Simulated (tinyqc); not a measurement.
A barrier in a uniform field, exact transmission by Airy functions: one step of the calculation.

The left lead has its band edge at 0, the barrier edge falls as U(x) = U0 - F x with F = V/d for 0 < x < d, and the right lead has its edge at -V. No transverse momentum; C = hbar^2/(2 m0); psi and psi'/m are continuous. M carries (psi, psi'/m) across the barrier.

Task. Scaled variables. Energy scale e = (C F^2/m1)^(1/3), z(x) = (U(x) - E)/e, s = (dz/dx)/m1 = -F/(e m1); v = k/m in a lead. vL = sqrt(mL E/C)/mL, vR = sqrt(mR (E + V)/C)/mR.

Parameters, values chosen for the exercise; U0 - E and the mass are of the order of those of zirconium oxide on silicon; the mass of the right lead is set freely:
- mL = 0.51 m0 (mass in the left lead)
- U0 = 1.69 eV (barrier edge at x = 0)
- m1 = 0.25 m0 (mass in the barrier)
- E = 0.27 eV (electron energy)
- d = 2.2 nm (barrier width)
- V = 1.2 V (voltage across the barrier)
- mR = 0.62 m0 (mass in the right lead)

Constants: q = 1.602176634e-19 C, hbar = 1.054571817e-34 J s, m0 = 9.1093837015e-31 kg, hbar^2/(2 m0) = 0.0380998212 eV nm^2. Results are converted to the units shown.

Find: F; e; z1; z2; s; vL; vR.

Result.

F = 0.5455 V/nm
e = 0.3566 eV
z1 = 3.982
z2 = 0.6170
s = -6.119 1/nm
vL = 3.728 1/nm
vR = 7.889 1/nm

Both z are positive: the whole barrier is forbidden.

Range of the model: Masses are held fixed, although real bands cease to be parabolic a few tenths of an eV from their edges.

Numbers from tinyqc (`OMP_NUM_THREADS=1 python tinyqc.py 2580110 2580111 out.jsonl`; about 0.02 s on one thread of a shared Intel Xeon 2.30GHz).
